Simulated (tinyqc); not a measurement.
# p-n diode, drift-diffusion by the Gummel loop with Scharfetter-Gummel fluxes: what changes with what

Abrupt junction at x = 0, p side from -Lp, n side to Ln, ohmic contacts. psi is counted from the intrinsic level; n = ni exp((psi - phin)/Vt), p = ni exp((phip - psi)/Vt). Contacts: p side psi = V - Vt ln(Na/ni), p = Na, n = ni^2/Na; n side psi = Vt ln(Nd/ni), n = Nd, p = ni^2/Nd. Constant mobilities, D = mu Vt, Boltzmann statistics, SRH recombination through a mid-gap level, U = (n p - ni^2)/(tp (n + ni) + tn (p + ni)). Current is positive from the p contact to the n contact.

Values chosen for this exercise; band and dielectric values close to those of silicon:
- T = 300 K (temperature)
- Eg = 1.13 eV (band gap)
- eps_r = 11.8 (relative permittivity)
- Nc = 2.83e19 cm^-3 (conduction-band density of states at T)
- Nv = 2.6e19 cm^-3 (valence-band density of states at T)
- Na = 9.3e17 cm^-3 (acceptor density of the p side)
- Nd = 2.5e17 cm^-3 (donor density of the n side)
- mun = 360 cm^2/(V s) (electron mobility)
- mup = 210 cm^2/(V s) (hole mobility)
- tn = 2e-7 s (SRH lifetime of electrons)
- tp = 2e-7 s (SRH lifetime of holes)
- Lp = 0.74 um (length of the p side)
- Ln = 0.77 um (length of the n side)
- G = 0 cm^-3 s^-1 (uniform generation rate)

Constants: q = 1.602176634e-19 C, kB = 1.380649e-23 J/K, Vt = kB T/q, eps0 = 8.8541878128e-14 F/cm where lengths are in cm. Results are converted to the units shown.

Each table varies one quantity; the others keep the values above.

## Current against voltage in the dark

ni = sqrt(Nc Nv) exp(-Eg/(2 Vt)), Eg in volts. Poisson and both continuity equations are solved self-consistently with Scharfetter-Gummel fluxes on a graded mesh of 500 nodes. J_scr is q times the integral of U between -xp and xn. Ideal diffusion current J_id = q ni^2 [Dn coth(wp/Le)/(Le Na) + Dp coth(wn/Lh)/(Lh Nd)] (exp(V/Vt) - 1), Le = sqrt(Dn tn), Lh = sqrt(Dp tp), wp = Lp - xp, wn = Ln - xn, with xp and xn from the depletion approximation (W = sqrt(2 eps0 eps_r (Vbi - V)(1/Na + 1/Nd)/q), xp = W Nd/(Na + Nd), xn = W Na/(Na + Nd), Vbi = Vt ln(Na Nd/ni^2)). Ideality factor = 0.004 V/(Vt ln[J(V + 0.004 V)/J(V)]). Here G = 0.

In this table G = 0 cm^-3 s^-1.

Results:
```
V (V)	J (A/cm^2)	ideality factor	J_scr/J (%)	J_id (A/cm^2)	share recombining at the contacts (%)	larger minority/doping at -xp and xn
0.18	6.32e-8	1.74	91.0	5.72e-9	9.02	2.08e-12
0.26	4.19e-7	1.49	70.0	1.26e-7	29.9	4.55e-11
0.34	4.26e-6	1.19	35.1	2.77e-6	64.8	9.98e-10
0.42	6.86e-5	1.05	11.3	6.10e-5	88.5	2.18e-8
0.57	0.0202	1.01	0.898	0.0200	98.9	7.04e-6
0.65	0.440	1.00	0.238	0.440	99.5	1.52e-4
0.73	9.61	1.00	0.0678	9.66	99.7	0.00320
0.8	140	1.03	0.0227	144	99.8	0.0422
```

Estimate the missing row, V = 0.49 V.

Computed row:
```
V (V)	J (A/cm^2)	ideality factor	J_scr/J (%)	J_id (A/cm^2)	share recombining at the contacts (%)	larger minority/doping at -xp and xn
0.49	9.42e-4	1.02	3.52	9.11e-4	96.3	3.24e-7
```

With this row back in the table: J rises from 6.32e-8 to 140 A/cm^2; the ideality factor goes from 1.74 through a minimum of 1.00 (at V = 0.65 V among the rows listed) to 1.03. Recombination in the depleted layer carries over half of the current up to V = 0.26 V, where the factor is 1.49; it grows roughly as exp(V/2 Vt), so diffusion overtakes it. Where the factor is lowest (V = 0.65 V), J is 0.12 % below the ideal diffusion current.

## Effect of the donor density of the n side at fixed bias

Same model as above.

In this table V = 0.6 V.

Results:
```
Nd (cm^-3)	J (A/cm^2)	ideality factor	J_scr/J (%)	J_id (A/cm^2)	share recombining at the contacts (%)	larger minority/doping at -xp and xn
2.5e17	0.0640	1.00	0.542	0.0638	99.2	2.23e-5
4.9e17	0.0423	1.00	0.548	0.0422	99.3	5.92e-6
9.5e17	0.0316	1.00	0.539	0.0315	99.3	1.68e-6
3.6e18	0.0235	1.00	0.659	0.0234	99.2	1.64e-6
7.1e18	0.0221	1.00	0.700	0.0220	99.2	1.63e-6
```

Estimate the missing row, Nd = 1.9e18 cm^-3.

Computed row:
```
Nd (cm^-3)	J (A/cm^2)	ideality factor	J_scr/J (%)	J_id (A/cm^2)	share recombining at the contacts (%)	larger minority/doping at -xp and xn
1.9e18	0.0261	1.00	0.600	0.0260	99.2	1.66e-6
```

With this row back in the table: As Nd rises from 2.5e17 to 7.1e18, J falls from 0.0640 to 0.0221 A/cm^2, the share of the depleted layer moves up and down between 0.539 and 0.700 % and the share lost at the contacts stays near 99.2 %. The exponent d ln J/d ln Nd is -0.61 between the first two rows and -0.09 between the last two. J less J_scr is 0.19 % below J_id in the last row.

Numbers from tinyqc (`OMP_NUM_THREADS=1 python tinyqc.py 2240066 2240067 out.jsonl`; about 0.1 s on one thread of a shared Intel Xeon 2.30GHz).
